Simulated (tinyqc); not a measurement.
Undoped gate-all-around wire MOSFET, analytic charge model: course of the iteration: charge at the source by Newton steps in y = ln(Q/Q0).

An undoped round wire of radius R under an insulator shell and a surrounding gate; long channel, electrons only, n = ni exp((psi - V)/Vt) with V the quasi-Fermi potential (0 at the source, Vd at the drain), constant mobility, no quantisation. The radial Poisson equation gives n(r) = n(0)/(1 - (1 - b) r^2/R^2)^2 with b = Q0/(Q + Q0). Q is the electron charge per area of the wire surface.

With V = 0 and Q = Q0 exp(y): f = Q/Cox + Vt y + Vt ln(1 + Q/Q0) - (Vg - V0); df/dy = Q/Cox + Vt (1 + Q/(Q + Q0)); y(new) = y - f/(df/dy).

Stop when y changes by less than 1e-11, or after 60 iterations.

Parameters, values chosen for the exercise: temperature T = 325 K; gate voltage Vg = 1.12 V.

Constants: q = 1.602176634e-19 C, kB = 1.380649e-23 J/K, Vt = kB T/q. Results are converted to the units shown.

y at the start = 0
Cox = 4.03974 uF/cm^2
Q0 = 322.365 nC/cm^2
V0 = 0.996648 V

Course of the iteration:

| iteration | y | \|change\| |
|---|---|---|
| 1 | 0.198188 | 0.198 |
| 2 | 0.185299 | 0.0129 |
| 3 | 0.185237 | 6.19e-5 |
| 4 | 0.185237 | 1.42e-9 |
| 5 | 0.185237 | < 1e-13 |

Did this iteration meet its convergence test, and what does its course show?

Yes. Converged in 5 iterations. At the end the number of correct digits about doubles with each step.

Range of the model: In a wire this thin, quantum confinement raises the threshold; it is left out. The surface density at the source passes 0.3 Nc, where Boltzmann statistics fail.

tinyqc, about 0.02 s, one thread, Intel Xeon 2.30GHz (shared host): `OMP_NUM_THREADS=1 python tinyqc.py 2460045 2460046 out.jsonl`
